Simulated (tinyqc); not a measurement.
Mass from the capacitance plateau.

Question. Once one two-dimensional band is degenerate, Cq = q gv md m0 q/(pi hbar^2) and 1/C_G = 1/Cox + 1/Cq (no traps). Find Cq, md and the oxide-equivalent thickness 3.9 eps0/Cq that it adds.

Values chosen for this exercise: valley degeneracy gv = 1.

Constants: q = 1.602176634e-19 C, hbar = 1.054571817e-34 J s, m0 = 9.1093837015e-31 kg, eps0 = 8.8541878128e-14 F/cm where lengths are in cm. Results are converted to the units shown.

C_G on the plateau = 0.93084061 uF/cm^2
Cox = 1.5013623 uF/cm^2

Answer. Removing Cox from the series leaves Cq, which is proportional to gv md.

Cq = 2.45 uF/cm^2
md = 0.0366 m0
added thickness = 1.41 nm

Program tinyqc, `OMP_NUM_THREADS=1 python tinyqc.py 2200037 2200038 out.jsonl`; Intel Xeon 2.30GHz, shared host, one thread, about 0.01 s.
